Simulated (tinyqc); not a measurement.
## Superjunction drift layer against a plain one, charge balance: effect of the width of each pillar

Alternating n and p pillars of equal width wp, doping N and length Lp. When depleted, the lateral field peaks at Ex = q N wp/(2 eps0 eps_r) at the pillar junctions and a uniform vertical field Ey is added; breakdown is taken where Ex^2 + Ey^2 = Ef^2. Only the n pillars conduct, narrowed by the zero-bias depletion. A first-order model: the field peaks at the pillar ends are left out.

Ec(N) = E16 (N/1e16 cm^-3)^(1/8), mu(N) = mi + (mx - mi)/(1 + (N/Nr)^0.9). Plain drift layer for BV: N solves BV = eps0 eps_r Ec(N)^2/(2 q N), W = 2 BV/Ec, Rsp = W/(q mu N). Ex = a Ef gives N = 2 eps0 eps_r a Ef/(q wp); Ey = Ef sqrt(1 - a^2); Lp = BV/Ey; xd = sqrt(eps0 eps_r Vb/(q N)) on each side; Rsp = 2 Lp/(q mu(N) N (1 - 2 xd/wp)). An imbalance dl leaves the mean net doping |dl| N/2, which tilts the vertical field by s = q |dl| N/(2 eps0 eps_r): BV(dl) = Ey Lp - s Lp^2/2, or Ey^2/(2 s) if the field reaches zero inside the pillar.

Inputs (values chosen for the exercise); values close to those of 4H silicon carbide:
- eps_r = 9.57 (relative permittivity of the semiconductor)
- E16 = 2.56 MV/cm (critical field at a doping of 1e16 cm^-3)
- mx = 929 cm^2/(V s) (mobility at low doping)
- mi = 39.2 cm^2/(V s) (mobility at high doping)
- Nr = 2e17 cm^-3 (reference doping of the mobility)
- BV = 1400 V (wanted breakdown voltage)
- Ef = 2.3 MV/cm (critical field inside the pillars)
- a = 0.52 (lateral peak field as a share of Ef)
- Vb = 2.8 V (built-in voltage of the pillar junctions)
- dl = -1.3 % (charge imbalance (Nn - Np)/N)

Constants: q = 1.602176634e-19 C, eps0 = 8.8541878128e-14 F/cm where lengths are in cm. Results are converted to the units shown.

The same in every row: Lp (um) = 7.1262; Rsp, plain (mohm cm^2) = 0.57794.

Result of one run:
```
wp (um)	N (cm^-3)	Rsp, pillars (mohm cm^2)	BV(dl) (V)
0.16	7.9066e17	0.10240	1153.3
```

What becomes of these results when the width of each pillar wp is changed from 0.16 to 0.25 um, all else the same?

Result of the changed run:
```
wp (um)	N (cm^-3)	Rsp, pillars (mohm cm^2)	BV(dl) (V)
0.25	5.0602e17	0.10051	1242.1
```

The whole series:
```
wp (um)	N (cm^-3)	Rsp, pillars (mohm cm^2)	BV(dl) (V)
0.1	1.2651e18	0.12281	1005.2
0.16	7.9066e17	0.10240	1153.3
0.25	5.0602e17	0.10051	1242.1
0.39	3.2437e17	0.10794	1298.8
0.61	2.0739e17	0.12443	1335.3
0.97	1.3042e17	0.15372	1359.3
1.5	8.4337e16	0.19747	1373.7
2.4	5.2711e16	0.27130	1383.6
```

As wp goes from 0.1 to 2.4 um, Rsp of the pillars goes from 0.123 through a minimum of 0.101 (at wp = 0.25 um among the rows listed) to 0.271 mohm cm^2 and BV with the imbalance rises from 1010 to 1380 V. Narrow pillars allow more doping and so less resistance, but the same relative imbalance then leaves more net charge. At the narrow end falling mobility and the depleted edges undo the gain. For wp = 0.1 to 0.16 um the aspect ratio passes 30, which is hard to make. At wp = 2.4 um the aspect ratio Lp/wp is under 3, where a pillar model without end effects fails. For wp = 0.1 to 0.25 um the zero-bias depletion takes over 40 % of the pillar, and the on-state voltage would narrow it further.

Numbers from tinyqc (`OMP_NUM_THREADS=1 python tinyqc.py 2590051 2590052 out.jsonl`; about 0.01 s on one thread of a shared Intel Xeon 2.30GHz).
